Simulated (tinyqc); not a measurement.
What moves the Penn gap and the ionicity: Penn model of the dielectric constant and Phillips ionicity.

n = 32/a^3; Ep^2 = 8 pi c e2 n with c = hbar^2/2m0, e2 = e^2/(4 pi eps0); EF = c (3 pi^2 n)^(2/3); eps = 1 + (Ep/Eg)^2 S with S = 1 - Eg/(4 EF) + (Eg/(4 EF))^2/3, Eg the Penn gap. Core d shells are left out.

Phillips: bond length d = sqrt(3) a/4; homopolar gap Eh = 39.74 d^(-2.48) eV (d in angstrom); Eg^2 = Eh^2 + C^2; ionicity fi = C^2/Eg^2.

Constants: hbar^2/2m0 = 3.80998211 eV angstrom^2; e^2/(4 pi eps0) = 14.39964547 eV angstrom.

Values chosen for the exercise (out of a larger set: near those of Si; not measured data): a = 5.424 angstrom (cubic lattice constant, 32 valence electrons a cell); ei = 11.91 (high-frequency dielectric constant).

Eg from ei; fi = 1 - (Eh/Eg)^2, printed even where negative.

One parameter was then changed.

Results before and after:

| case | Ep (eV) | Eg (eV) | Eh (eV) | fi |
|---|---|---|---|---|
| base | 16.628 | 4.795 | 4.782 | 0.005 |
| changed | 16.628 | 5.066 | 4.782 | 0.109 |

Which of these changes was made? (a) ei = 10.72; (b) a = 5.532 angstrom.
Answer: (a) ei = 10.72. Of the candidates, run in turn, only this one gives the changed row.

All candidates:

| case | Ep (eV) | Eg (eV) | Eh (eV) | fi |
|---|---|---|---|---|
| base | 16.628 | 4.795 | 4.782 | 0.005 |
| a = 5.532 angstrom | 16.144 | 4.653 | 4.554 | 0.042 |
| ei = 10.72 | 16.628 | 5.066 | 4.782 | 0.109 |

For an elemental crystal fi should vanish; the values measure the misfit of the rule for Eh.

Program tinyqc; command `OMP_NUM_THREADS=1 python tinyqc.py 1680581 1680582 out.jsonl`; about 0.01 s on one thread of a shared Intel(R) Xeon(R) Processor @ 2.30GHz.
